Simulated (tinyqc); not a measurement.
# Cap thickness from the capacitance plateau

Inverse problem. With only the buried channel on, 1/C = 1/Cox + (tc + zc)/(eps0 eps_r), Cox = eps0 eox/tox. Find tc and the oxide-equivalent thickness 3.9 eps0/C.

Inputs (values chosen for the exercise); band and dielectric values close to those of silicon:
```
symbol,value,unit,meaning
eps_r,11.9,,relative permittivity
eox,3.9,,relative permittivity of the gate insulator (close to silicon dioxide)
tox,1.6,nm,insulator thickness
zc,0.8,nm,depth of the hole centroid below the top of the SiGe
```

Constants: eps0 = 8.8541878128e-14 F/cm where lengths are in cm. Results are converted to the units shown.

plateau of C/Cox with only the buried channel on = 0.46575342

Answer. The cap and the centroid act as a second capacitor in series with the insulator.

tc = 4.800 nm
equivalent thickness = 3.435 nm

Program tinyqc, `OMP_NUM_THREADS=1 python tinyqc.py 2042013 2042014 out.jsonl`; Intel Xeon 2.30GHz, shared host, one thread, about 0.03 s.
